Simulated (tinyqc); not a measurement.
MOS capacitor on a p-type substrate, surface potential from the exact charge relation: effect of the insulator thickness on threshold and swing.

Uniform p-type substrate, Boltzmann statistics, full ionisation, classical densities. psi is the surface potential against the body (positive when the bands bend down) and u = psi/Vt. Traps are spread evenly over the gap and neutral at flat band, so their charge is -q Dit psi; the minority quasi-Fermi level is shifted by Vb.

ni = sqrt(Nc Nv) exp(-Eg/(2 Vt)), Eg in volts; phiF = Vt ln(N/ni); Cox = eps0 eox/tox; Vfb = phiM - chi - (Eg - Vt ln(Nv/N)) - q Nf/Cox; VT = Vfb + [(2 phiF + Vb)(1 + q Dit/Cox) + sqrt(2 eps0 eps_r q N (2 phiF + Vb))/Cox]. gamma = sqrt(2 eps0 eps_r q N)/Cox; Wm = sqrt(2 eps0 eps_r (2 phiF + Vb)/(q N)); m = 1 + (eps0 eps_r/Wm + q Dit)/Cox; swing m Vt ln 10; Cmin/Cox = 1/(1 + Cox Wm/(eps0 eps_r)).

Values chosen for this exercise; band and dielectric values those of a made-up semiconductor: temperature T = 250 K; band gap Eg = 0.689 eV; relative permittivity eps_r = 18; conduction-band density of states at T Nc = 1.22e17 cm^-3; valence-band density of states at T Nv = 5.19e18 cm^-3; electron affinity chi = 5.7 eV; acceptor density of the substrate N = 1.2e17 cm^-3; relative permittivity of the gate insulator (close to silicon dioxide) eox = 3.9; gate work function phiM = 6.31 eV; fixed charge at the interface, in units of q Nf = 0 cm^-2; density of interface traps Dit = 0 cm^-2 eV^-1; reverse bias of the inversion layer against the body Vb = 0 V.

Constants: q = 1.602176634e-19 C, kB = 1.380649e-23 J/K, Vt = kB T/q, eps0 = 8.8541878128e-14 F/cm where lengths are in cm. Results are converted to the units shown.

The same in every row: Vfb (V) = 0.002154; 2 phiF (V) = 0.6075; Wm (nm) = 100.4.

Results:
```
tox (nm),gamma (V^0.5),VT (V),m,swing (mV/decade),Cmin/Cox
5.2,0.3728,0.9002,1.239,61.47,0.1930
12,0.8603,1.280,1.552,76.98,0.3556
17,1.219,1.560,1.782,88.39,0.4388
26,1.864,2.062,2.196,108.9,0.5446
38,2.724,2.733,2.748,136.3,0.6360
57,4.086,3.795,3.621,179.6,0.7239
84,6.022,5.303,4.863,241.2,0.7944
```

Estimate the missing row, tox = 7.8 nm.

Computed row:
```
tox (nm),gamma (V^0.5),VT (V),m,swing (mV/decade),Cmin/Cox
7.8,0.5592,1.045,1.359,67.40,0.2640
```

With this row back in the table: As tox goes from 5.2 to 84, VT rises from 0.900 to 5.30 V, the swing rises from 61.5 to 241 mV/decade and Cmin/Cox rises from 0.193 to 0.794. Vfb does not move. m - 1 goes as tox^(1.00), that is as 1/Cox.

tinyqc, about 0.01 s, one thread, Intel Xeon 2.30GHz (shared host): `OMP_NUM_THREADS=1 python tinyqc.py 2060163 2060164 out.jsonl`
